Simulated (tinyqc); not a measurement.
Space-charge-limited current through a thin insulating or semi-insulating film with traps: one step, computed by the program tinyqc. Command: `OMP_NUM_THREADS=1 python tinyqc.py 3025292 3025293 out.jsonl sclc walk`. One thread of a shared host (Intel(R) Xeon(R) Processor @ 2.30GHz), about 0.01 s of CPU time with the checks.

One ohmic injecting contact at x = 0 (field zero), drift only, non-degenerate free carriers.

Task: Equilibrium and landmark voltages. Free density n_0 = N_c exp(-E_0/k_B T) in equilibrium; trapped density n_t(n) = N_t (n/N_c)^(T/T_c) (the low-temperature form). theta = n/(n + n_t) at the anode density; trap-filled-limit voltage V_TFL = e (N_t - n_t(n_0)) d^2/(2 eps eps_0).

Inputs (values chosen for the exercise, modelled on Si3N4): permittivity eps = 7.5; effective density of states N_c = 9.1e+19 1/cm^3; trap density N_t = 3.2e+17 1/cm^3; equilibrium Fermi level below the band edge, E_0 = 0.58 eV; thickness d = 170 nm; free density at the anode, in units of N_c = 3.1e-07; temperature T = 250 K; characteristic temperature T_c = 900 K.

Traps: exponential tail.

Constants: k_B = 8.617333262e-05 eV/K; e = 1.602176634e-19 C; eps_0 = 8.8541878128e-12 F/m.

Give: n_0; n_t(n_0); theta; V_TFL.

Result:

n_0 = 1.8482e+08 1/cm^3

n_t(n_0) = 1.8084e+14 1/cm^3

theta = 0.0056332

V_TFL = 11.150 V
